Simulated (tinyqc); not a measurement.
Harmonic transition-state theory with quantum, tunnelling and friction corrections: one step, computed by the program tinyqc. Command: `OMP_NUM_THREADS=1 python tinyqc.py 3011157 3011158 out.jsonl rates walk`. One thread of a shared host (Intel(R) Xeon(R) Processor @ 2.30GHz), about 0.01 s of CPU time with the checks.

One atom hops between equivalent sites; three modes at the minimum and two real modes at the saddle are treated as harmonic, the rest of the crystal as unchanged; melting is ignored, so hot rows may lie above the melting point.

Task: Tunnelling factors. With u = h nu_b/(k_B T): Wigner factor 1 + u^2/24; parabolic barrier (Bell) (u/2)/sin(u/2), valid above T_c = h nu_b/(2 pi k_B); symmetric Eckart barrier: kappa = int_0^infinity P(E) exp(-(E - E_b)/(k_B T)) dE/(k_B T), P = (cosh 2a - 1)/(cosh 2a + cosh 2d), a = alpha sqrt(E/E_b), alpha = 2 pi E_b/(h nu_b), 2d = 2 sqrt(alpha^2 - pi^2/4).

Inputs (values chosen for the exercise, modelled on interstitial carbon in iron): barrier E_b = 0.824 eV; imaginary frequency at the saddle nu_b = 8.64 THz; temperature T = 903 K.

Lattice of sites: three-dimensional.

Constants: h x 1 THz = 4.135667696 meV; k_B = 8.617333262e-05 eV/K.

Give: u; crossover temperature T_c; Wigner factor; Bell factor; Eckart factor.

Result:

u = 0.4592

crossover temperature T_c = 65.99 K

Wigner factor = 1.009

Bell factor = 1.009

Eckart factor = 1.010

T/T_c = 13.68: tunnelling is a small correction.
